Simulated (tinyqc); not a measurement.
## MOSFET in the linear regime without short-channel effects, parameter extraction from computed curves: extraction methods against the drawn gate length

Inversion charge Q = Cox n Vt W0(exp((Vg - VT)/(n Vt))), W0 the Lambert function and n = nf; u = Q/Cox; mobility mu = mu0/(1 + th1 u + th2 u^2); channel resistance Rch = (L - dL)/(W mu Q); Id = Vd/(Rch + Rsd/W). Cox = eps0 eox/tox. Small Vd, no channel-length or drain effects.

From the continuous curve Id(Vg): tangent at peak gm (V_ext = Vg - Id/gm); constant current Id = 0.1 uA W/L; peak of d2Id/dVg2; Y = Id/sqrt(gm) drawn through Vg = VT + 0.6 and VT + 0.8 V, with intercept VT_Y and slope s. Mobilities gm,max L/(W Cox Vd) and s^2 L/(W Cox Vd) with the drawn L. Last column: share of Rsd/W in the total resistance at VT + 0.8 V.

Inputs (values chosen for the exercise); channel values of the order met in silicon transistors:
- T = 300 K (temperature)
- eox = 3.9 (relative permittivity of the gate insulator (close to silicon dioxide))
- tox = 3.9 nm (insulator thickness)
- mu0 = 110 cm^2/(V s) (low-field mobility)
- th1 = 0.15 1/V (first mobility attenuation factor)
- th2 = 0 1/V^2 (second mobility attenuation factor)
- VT = 0.38 V (threshold voltage)
- nf = 1.08 (body factor)
- W = 0.5 um (gate width)
- dL = 0.017 um (drawn less effective length)
- Rsd = 270 ohm um (source plus drain resistance)
- Vd = 0.01 V (drain voltage)

Constants: q = 1.602176634e-19 C, kB = 1.380649e-23 J/K, Vt = kB T/q, eps0 = 8.8541878128e-14 F/cm where lengths are in cm. Results are converted to the units shown.

Extraction methods against the drawn gate length:

| L (um) | V_ext (V) | constant current (V) | second derivative (V) | VT_Y (V) | mobility from gm (cm^2/(V s)) | mobility from Y (cm^2/(V s)) | series share (%) |
|---|---|---|---|---|---|---|---|
| 0.03 | 0.363 | 0.445 | 0.366 | 0.424 | 137 | 232 | 56.5 |
| 0.062 | 0.380 | 0.488 | 0.371 | 0.424 | 104 | 139 | 27.3 |
| 0.13 | 0.390 | 0.506 | 0.372 | 0.424 | 95.9 | 116 | 13.0 |
| 0.27 | 0.396 | 0.514 | 0.373 | 0.424 | 93.4 | 107 | 6.25 |
| 0.56 | 0.400 | 0.518 | 0.373 | 0.424 | 92.6 | 104 | 3.01 |
| 1.2 | 0.402 | 0.519 | 0.373 | 0.424 | 92.3 | 102 | 1.41 |
| 2.4 | 0.403 | 0.520 | 0.374 | 0.424 | 92.2 | 101 | 0.703 |
| 5 | 0.403 | 0.521 | 0.374 | 0.424 | 92.2 | 101 | 0.337 |

The model has VT = 0.38 V and mu0 = 110 cm^2/(V s). Over the table the extracted thresholds move by 40 mV (tangent), 76 mV (constant current), 8.0 mV (second derivative), under 0.5 mV (Y function). The mobility from gm falls from 137 to 92.2 and that from Y falls from 232 to 101 cm^2/(V s).

Numbers from tinyqc (`OMP_NUM_THREADS=1 python tinyqc.py 2210172 2210173 out.jsonl`; about 0.02 s on one thread of a shared Intel Xeon 2.30GHz).
